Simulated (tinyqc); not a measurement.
Inside a calculation. Method: plane-wave Kohn-Sham cycle with exchange-only LDA in a layered model solid. Computed by tinyqc, a small Python program that keeps every step. Settings: points = 16, plane-wave index or count = 2, electrons = 2, k points = 1, area = 18.0, mixing = 0.1, iteration cap = 67. Command: `OMP_NUM_THREADS=1 python tinyqc.py 20696 20697 out.jsonl` (the two numbers bound the seeds that draw the settings). One thread of a shared host (Intel(R) Xeon(R) Processor @ 2.60GHz), about 0.02 s of CPU time with the checks.

A solid whose potential varies along x alone (atomic units):
```
parameter                      value
period a                    8.200000
cross-section of the cell  18.000000
electrons per cell                 2
grid points                       16
plane waves -n..n, n               2
k points                           1
V1 in V1 cos(2 pi x/a)     -0.400000
V2 in V2 cos(4 pi x/a)     -0.230000
```

Stop when sqrt(dV sum R^2) is below 1e-8, dV = a A/N.

Course of the cycle:
```
iteration  E (hartree)  norm of the residual
1            -0.854475              1.99e-01
2            -0.807537              1.76e-01
3            -0.769795              1.56e-01
4            -0.739957              1.37e-01
5            -0.716682              1.20e-01
6            -0.698742              1.05e-01
7            -0.685069              9.09e-02
8            -0.674762              7.86e-02
9            -0.667074              6.77e-02
10           -0.661395              5.81e-02
11           -0.657241              4.96e-02
...                ...                   ...
57           -0.646800              3.31e-05
58           -0.646800              2.95e-05
59           -0.646800              2.64e-05
60           -0.646800              2.36e-05
61           -0.646800              2.12e-05
62           -0.646800              1.90e-05
63           -0.646800              1.70e-05
64           -0.646800              1.53e-05
65           -0.646800              1.37e-05
66           -0.646800              1.23e-05
67           -0.646800              1.11e-05
```

Can the last value be used, and what does the course show?

Not by the stop rule, although the second column moves by less than 1e-07 over the last three steps. Not converged within 67 iterations: the residual falls steadily but slowly, by a factor of about 0.90 a step. Reruns (cap 100 unless said): mixing 0.5, Kerker q0 1.0: converged in 54 (E = -0.64680); mixing 0.3, Pulay depth 5: converged in 11 (E = -0.64680); the original settings with a cap of 400: converged in 134 (E = -0.64680).
